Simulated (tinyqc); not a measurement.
Changing the facet energy of shape 2 over gamma: strain-driven roughening and islands of a mismatched epitaxial film. Computed by tinyqc, a small Python program. Command: `OMP_NUM_THREADS=1 python tinyqc.py 3013195 3013196 out.jsonl island sweep`. One thread of a shared host (Intel(R) Xeon(R) Processor @ 2.30GHz), about 0.01 s of CPU time with the checks.

Film and substrate share isotropic elastic constants; the film is coherent and biaxially strained.

Inputs (values chosen for the exercise, modelled on Si(0.5)Ge(0.5) on Si):

| quantity | value | unit |
|---|---|---|
| misfit \|f\| | 0.021 | - |
| shear modulus G | 56.9 | GPa |
| Poisson ratio nu | 0.27 | - |
| surface energy gamma | 1.16 | J/m^2 |
| contact angle of the shallow shape theta_1 | 8.98 | degrees |
| contact angle of the steep shape theta_2 | 23.1 | degrees |
| facet energy of shape 1 over gamma | 1.005 | - |
| island volume V | 240000 | nm^3 |

Constants: e = 1.602176634e-19 C.

Method:
- M = 2 G (1 + nu)/(1 - nu); stress = M f; energy density w = M f^2.
- Shallow faceted island (Tersoff form): E = 4 Gam V^(2/3) tan^(1/3)(theta) - 6 c V tan(theta), Gam = gamma [x/sin(theta) - 1/tan(theta)], x the facet energy over gamma, c = stress^2 (1 - nu)/(2 pi G).
- The barrier is the maximum of E, at V_c = [4 Gam/(9 c)]^3 / tan^2(theta) (1 GPa nm = 1 J/m^2).
- The two energies cross at V_x^(1/3) = 4 [Gam_2 t2^(1/3) - Gam_1 t1^(1/3)]/(6 c (t2 - t1)), t = tan(theta); mu = dE/dV.

One run for each value:

| facet energy of shape 2 over gamma | Gam of shape 2 (J/m^2) | barrier, shape 2 (eV) | crossing volume V_x (nm^3) |
|---|---|---|---|
| 0.960 | 0.11879 | 5.19 | 2.8206e+00 |
| 0.987 | 0.19862 | 24.24 | 1.7941e+02 |
| 1.010 | 0.26663 | 58.64 | 7.8914e+02 |
| 1.040 | 0.35532 | 138.79 | 2.7076e+03 |
| 1.070 | 0.44402 | 270.83 | 6.4709e+03 |
| 1.100 | 0.53272 | 467.71 | 1.2701e+04 |
| 1.120 | 0.59186 | 641.39 | 1.8531e+04 |
| 1.150 | 0.68056 | 975.14 | 3.0253e+04 |

Describe the trends.

Over the rows, Gam of shape 2 (J/m^2) rises from 0.119 to 0.681 (exponent d ln y / d ln x 19 between the first rows and 5.3 between the last); barrier, shape 2 (eV) rises from 5.19 to 975 (exponent d ln y / d ln x 56 between the first rows and 16 between the last); crossing volume V_x (nm^3) rises from 2.82 to 30300 (exponent d ln y / d ln x 150 between the first rows and 19 between the last).

Caution (rows 0.960): a crossing volume under 5 nm^3 is too small for these continuum energies.

Extremes, crossings and ranges named in words are read from the listed rows.
